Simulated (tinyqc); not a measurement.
Velocity against current: domain walls in a thin film with perpendicular anisotropy: Bloch, Neel and chiral walls, motion and stripe domains. Computed by tinyqc, a small Python program. Command: `OMP_NUM_THREADS=1 python tinyqc.py 3009558 3009559 out.jsonl mwall walk`. One thread of a shared host (Intel(R) Xeon(R) Processor @ 2.30GHz), about 0.01 s of CPU time with the checks.

One-dimensional wall: polar angle theta(x), azimuth phi of the moment in the wall (phi = 0 Neel, 90 degrees Bloch). mu_0 = 1.25663706212e-6 T m/A, gamma = 1.76085963023e11 rad/(s T).

Inputs (values chosen for the exercise, for a model film): saturation magnetisation M_s = 511 kA/m; exchange stiffness A = 20 pJ/m; uniaxial anisotropy K_u = 960 kJ/m^3; DMI constant D = 1.9 mJ/m^2; thickness t = 1.9 nm; damping alpha = 0.13; current density J = 1.3 1e12 A/m^2; spin Hall angle theta_SH = 0.29.

Drive: spin-orbit torque.

Constants: hbar = 1.054571817e-34 J s; e = 1.602176634e-19 C.

Method:
- K_eff = K_u - mu_0 M_s^2/2; Delta = sqrt(A/K_eff); sigma_0 = 4 sqrt(A K_eff); profile theta = 2 arctan exp(x/Delta); quality factor Q = 2 K_u/(mu_0 M_s^2).
- sigma(phi) = sigma_0 + 2 Delta K_D cos^2(phi) - pi D cos(phi), with the wall shape anisotropy K_D = N_x mu_0 M_s^2/2, N_x = t ln 2/(pi Delta). The minimum has cos(phi) = D/D_N for D < D_N = 4 Delta K_D/pi and phi = 0 beyond; sigma turns negative at D_c = (sigma_0 + 2 Delta K_D)/pi.
- Spin-orbit drive: B_SL = hbar theta_SH J/(2 e M_s t) acts as the field (pi/2) B_SL cos(phi). Steady state: v = (gamma Delta/alpha)(pi/2) B_SL cos(phi) = gamma Delta [B_D sin(phi) - (B_K/2) sin(2 phi)], B_K = 2 K_D/M_s, B_D = pi D/(2 M_s Delta); the root with phi between its rest value and 90 degrees; v saturates at v_D = gamma Delta B_D.

K_D = 13.7206 kJ/m^3

width parameter Delta = 5.01276 nm

azimuth phi = 0 degrees

saturation velocity v_D = 1028.44 m/s

Steady motion:
```
J (1e12 A/m^2)  B_SL (mT)  phi (degrees)  v (m/s)  v at fixed rest phi (m/s)
0.02                 1.97          1.224     21.0                       21.0
0.05                 4.92          3.058     52.3                       52.4
0.10                 9.83          6.098    104.2                      104.8
0.20                19.66         12.052    205.1                      209.7
0.50                49.15         27.984    462.9                      524.2
1.00                98.30         46.475    722.0                     1048.4
2.00               196.60         64.328    908.4                     2096.8
5.00               491.51         78.996   1000.6                     5242.1
```

What does the comparison show, and why?

The linear law holds to 5 % in 4 of the eight rows; in the last row v is 97.3 % of v_D = pi gamma D/(2 M_s), which depends on neither alpha nor theta_SH. Caution: pinning, heating and tilting of the wall are left out.

Extremes, crossings and ranges named in words are read from the listed rows.
